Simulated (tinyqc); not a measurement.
Quantum point contact as a saddle point with Zeeman splitting: one step of the calculation.

Potential V0 - m wx^2 x^2/2 + m wy^2 y^2/2; energies are counted from V0. Mode n = 0, 1, ... transmits T_n(E) = 1/(1 + exp(-2 pi (E - E_n)/wx)), E_n = wy (n + 1/2) +/- Ez/2 for the two spins, Ez = gs muB B, muB = q hbar/(2 m0); each spin carries q^2/h.

Question. Thermal average on a coarse grid. g(T) = int g(E) (-df/dE) dE = int g(mu + x kB T) dx/(4 cosh^2(x/2)), g(E) the zero-temperature value at E, g = G/(2 q^2/h). Simpson's rule on nE equally spaced x from -xm to xm.

Inputs (values chosen for the exercise): temperature T = 0.3 K; transverse quantum hbar wy wy = 4 meV; curvature of the barrier hbar wx wx = 2.4 meV; Fermi level above the saddle point mu = 10.3 meV; size of the g factor gs = 5.1; in-plane magnetic field B = 8 T; points of the energy grid nE = 15; half-range of the grid in kB T xm = 6.

Constants: q = 1.602176634e-19 C, kB = 1.380649e-23 J/K, hbar = 1.054571817e-34 J s, m0 = 9.1093837015e-31 kg, Vt = kB T/q. Results are converted to the units shown.

Give: x; E; g(E); weight; integral of the weight; g(T); g(T) divided by the integral of the weight.

Answer.

```
point        x  E (meV)    g(E)   weight
0      -6.0000   10.145  2.5163  0.00247
1      -5.1429   10.167  2.5189  0.00577
2      -4.2857   10.189  2.5215  0.01339
3      -3.4286   10.211  2.5242  0.03043
4      -2.5714   10.234  2.5270  0.06596
5      -1.7143   10.256  2.5298  0.12932
6      -0.8571   10.278  2.5327  0.20917
7       0.0000   10.300  2.5357  0.25000
8       0.8571   10.322  2.5388  0.20917
9       1.7143   10.344  2.5419  0.12932
10      2.5714   10.366  2.5452  0.06596
11      3.4286   10.389  2.5485  0.03043
12      4.2857   10.411  2.5519  0.01339
13      5.1429   10.433  2.5555  0.00577
14      6.0000   10.455  2.5592  0.00247
```

integral of the weight = 0.99519
g(T) = 2.5237
g(T) divided by the integral of the weight = 2.5359

Range of the model: Orbital effects of the in-plane field and interactions (such as the 0.7 feature) are left out.

tinyqc, about 0.03 s, one thread, Intel Xeon 2.30GHz (shared host): `OMP_NUM_THREADS=1 python tinyqc.py 2740020 2740021 out.jsonl`
